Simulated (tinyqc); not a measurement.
Inside a calculation: valley splitting in a one-orbital chain of atomic planes (second-neighbour model). Values are carried at full precision from step to step, so a last printed digit may differ when a step is redone from the rounded ones.

Each (001) plane carries one orbital with energy e0, hopping v to the next plane and u to the second: E(phi) = e0 + 2 v cos(phi) + 2 u cos(2 phi), where phi = pi - k a/4 (the sign of every second orbital is chosen so that v > 0, which shifts the phase by pi). The minimum lies at cos(phi0) = -v/(4u), phi0 = pi - (pi/2) k0 for a valley at k0 (2 pi/a), and e0 puts it at zero. A slab of N planes has hard walls: the matrix simply ends.

Constants: hbar^2/2m0 = 3.80998211 eV angstrom^2.

Values chosen for the exercise (near those of the Delta valleys of silicon; abrupt walls in this chain split the valleys several times more than measured wells; shifted at random, so the results belong to these values and not to a real crystal):
```
symbol  value  unit      meaning
a       5.435  angstrom  lattice constant; planes lie a/4 apart
k0      0.815  2 pi/a    position of the valley
ml      0.918  m0        longitudinal mass
N       8                planes in the small slab
```

## Hoppings from the valley position and mass

The curvature at the minimum is d2E/dphi2 = 8 u sin^2(phi0) = (2c/ml)/(a/4)^2 with c = hbar^2/2m0; v = -4 u cos(phi0); e0 = 2u + v^2/(4u).

phi0 = 1.86139 rad
u = 0.61227 eV
v = 0.70172 eV
e0 = 1.42560 eV

## The bulk band

E at phi = j pi/10.

Band:
```
phi/pi  E (eV)
0.0     4.0536
0.1     3.7510
0.2     2.9394
0.3     1.8721
0.4     0.8686
0.5     0.2011
0.6     0.0012
0.7     0.2223
0.8     0.6686
0.9     1.0815
1.0     1.2467
```

## Hamiltonian of the slab

e0 on the diagonal, v and u on the first and second off-diagonals.

H (eV):
```
        1       2       3       4       5       6       7       8
1  1.4256  0.7017  0.6123       0       0       0       0       0
2  0.7017  1.4256  0.7017  0.6123       0       0       0       0
3  0.6123  0.7017  1.4256  0.7017  0.6123       0       0       0
4       0  0.6123  0.7017  1.4256  0.7017  0.6123       0       0
5       0       0  0.6123  0.7017  1.4256  0.7017  0.6123       0
6       0       0       0  0.6123  0.7017  1.4256  0.7017  0.6123
7       0       0       0       0  0.6123  0.7017  1.4256  0.7017
8       0       0       0       0       0  0.6123  0.7017  1.4256
```

## Levels and the valley doublet

Diagonalise H. The two lowest levels are the doublet made from the valleys at +k0 and -k0; give their splitting, the weights of the lowest state, and its parity under reversal of the planes.

levels (eV): 0.2092  0.2160  0.6938  0.8108  1.1191  1.7790  2.8548  3.7222

splitting = 6.82 meV

weights on the planes: 0.087  0.004  0.269  0.140  0.140  0.269  0.004  0.087

parity of the lowest state: even

The mean of the doublet lies 0.2126 eV above the bulk minimum, and level 3 lies 0.4812 eV above that mean; the weights oscillate from plane to plane because the two valleys interfere.

## Checks

- Mean of the doublet for 400 planes against the effective-mass level with W = 402 a/4 (meV): both 0.1373.

Computed by tinyqc, a small Python program: `OMP_NUM_THREADS=1 python tinyqc.py 1452615 1452616 out.jsonl` (the numbers bound the seed that draws the inputs); one thread of a shared host (Intel(R) Xeon(R) Processor @ 2.30GHz), about 0.01 s for the whole set of steps.
